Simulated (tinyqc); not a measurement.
Strained quantum well: band edges, subbands and transparency, step by step. Values are carried at full precision from step to step, so a last printed digit may differ when a step is redone from the rounded ones.

Growth on (001), barriers unstrained: tr(e) = e (2 - nu2), Z = b e (1 + nu2); Ec = Ev + Eg + ac tr(e), E_HH = Ev + av tr(e) + Z, E_LH = Ev + av tr(e) - Z (coupling to the split-off band left out).

Constants: hbar^2/2m0 = 3.80998211 eV angstrom^2; hc = 1239.841984 eV nm; kB = 8.617333262e-05 eV/K.

Inputs chosen for the exercise (near those of a GaAsP/AlGaAs well; the results hold for these values, not for the real material): e = 0.0072 (strain in the plane); nu2 = 0.917 (2 C12/C11); Eg = 1.67 eV (unstrained gap of the well); Ev = -0.894 eV (its valence edge); ac = -7.38 eV; av = 1.27 eV (Ev moves by av tr(e)); b = -1.92 eV (shear potential); Egb = 1.913 eV (gap of the barrier); Evb = -1 eV (its valence edge); L = 52 angstrom (well width); me = 0.0796 m0 (electron mass); g1 = 6.39 (gamma1); g2 = 1.75 (gamma2); meb = 0.1 m0; g1b = 5.7; g2b = 1.6; T = 300 K (temperature); Br = 1.2 x 1e-4 cm^2/s (two-dimensional radiative coefficient).

## Strained band edges and offsets

Give tr(e), Z, the edges Ec, E_HH, E_LH and the well depths against the barrier.

tr(e) = 0.00780
Z = -0.0265 eV

Ec, E_HH, E_LH (eV): [0.7185, -0.9106, -0.8576]

depths for e, HH, LH (eV): [0.1945, 0.0894, 0.1424]

The well is under tension, which puts LH on top, by 53 meV; the gap becomes 1.5761 eV, -94 meV from the unstrained one.

## Subband edges

Masses along z: me, 1/(g1 - 2 g2) for HH, 1/(g1 + 2 g2) for LH, likewise in the barrier; in the plane me, 1/(g1 + g2) for HH and 1/(g1 - g2) for LH (no mixing, which understates the hole masses away from k = 0). Level n solves k L + 2 atan[(k/m)/(kappa/mb)] = n pi, k = sqrt(m E/c), kappa = sqrt(mb (V - E)/c), c = hbar^2/2m0.

Up to three electron, four HH and two LH levels, on the common energy scale, with their masses in the plane.

Subbands:
```
level   E (eV)  m in the plane
e1      0.7790          0.0796
e2      0.9114          0.0796
lh1    -0.9055          0.2155
hh1    -0.9292          0.1229
hh2    -0.9789          0.1229
lh2    -0.9999          0.2155
```

lowest transition = 1.6845 eV
wavelength hc/E = 736.0 nm

The top hole level is lh1, so the edge is mainly TM polarised; hh1 lies 24 meV lower, within kT at room temperature, so both polarisations contribute.

## Transparency density

Transparency (Bernard-Duraffourg): Fc - Fv equals the lowest transition energy with n = p, n = sum m/(2 pi c) kB T ln(1 + exp((Fc - E)/kB T)) and p likewise over the listed subbands; c = hbar^2/2m0, 1/angstrom^2 = 1e16/cm^2.

Solve for u = (Fc - e1)/kB T; give n_tr, the share of holes in the top subband and the current e Br n_tr^2 (e = 1.602177e-19 C).

u = 0.881
n_tr = 1.067 x 1e12/cm^2
share = 0.756
current density = 21.9 A/cm^2

For mirror-image bands u = 0 and n_tr = me kB T ln2/(2 pi c) = 0.596 x 1e12/cm^2; the heavier or more numerous hole states raise it by a factor 1.79.

## Checks

- Transparency for equal single subbands against m kB T ln2/(2 pi c): both 0.3743.

Computed by tinyqc, a small Python program: `OMP_NUM_THREADS=1 python tinyqc.py 1280099 1280100 out.jsonl` (the numbers bound the seed that draws the inputs); one thread of a shared host (Intel(R) Xeon(R) Processor @ 2.30GHz), about 0.02 s for the whole set of steps.
